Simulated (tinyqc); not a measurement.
The same inclusion in several hosts: polytypes by hexagonality, and a cubic inclusion as a quantum well.

Gap: E3 + (Es - E3) h/hs for h up to hs, then linear from Es to E2 at h = 1. Valence top Ev2 h and polarisation P2 h, both counted from 3C; Ec = Ev + gap.

Constants: hbar^2/2m0 = 3.80998211 eV angstrom^2.

Values chosen for the exercise (of the order of those of SiC; shifted at random, so the results belong to these values and not to a real crystal):

| symbol | value | unit | meaning |
|---|---|---|---|
| E3 | 2.383 | eV | gap of the cubic polytype |
| E2 | 3.358 | eV | gap of 2H |
| Ev2 | 0.113 | eV | valence top of 2H above that of 3C |
| P2 | -0.0364 | C/m^2 | spontaneous polarisation of 2H |
| Es | 3.262 | eV | gap at the hexagonality hs |
| hs | 0.5 |  | hexagonality up to which the first line holds |
| m | (0.3, 0.302) | m0 | electron mass along c in the cubic layer and in the host |
| d | 2.513 | angstrom | thickness of a double layer |
| eps | 10.1 |  | dielectric constant |
| N | 3 |  | double layers in the cubic inclusion |

h from the stacking: 8H 1/4, 6H 1/3, 15R 2/5, 4H 1/2, 9R 2/3, 2H 1. V = Ec(host) - Ec(3C); square-well level from k tan(k L/2) = (m_w/m_b) q, k = sqrt(m_w E/c), q = sqrt(m_b (V - E)/c), L = N d; |F| = |P|/(eps eps0), eps0 = 8.8541878e-12 F/m.

Results:

| host | h | gap (eV) | V (eV) | depth (eV) | \|F\| (MV/cm) |
|---|---|---|---|---|---|
| 8H | 0.250 | 2.822 | 0.468 | 0.149 | 1.02 |
| 6H | 0.333 | 2.969 | 0.624 | 0.235 | 1.36 |
| 15R | 0.400 | 3.086 | 0.748 | 0.311 | 1.63 |
| 4H | 0.500 | 3.262 | 0.935 | 0.435 | 2.04 |
| 9R | 0.667 | 3.294 | 0.986 | 0.470 | 2.71 |
| 2H | 1.000 | 3.358 | 1.088 | 0.542 | 4.07 |

What does the comparison show?

From 8H to 4H the well deepens by a factor of 2.00 and the bound level by 2.92, between the limits of a wide well (as V) and a thin one (as V^2); in 4H the level keeps 46 % of V; from 4H to 2H the gap gains only 96 meV while the field doubles. The depths leave the field out, although its drop |F| L reaches 307 meV in 2H.

(tinyqc, `OMP_NUM_THREADS=1 python tinyqc.py 1851165 1851166 out.jsonl`, Intel(R) Xeon(R) Processor @ 2.30GHz, 1 thread, shared host, about 0.03 s.)
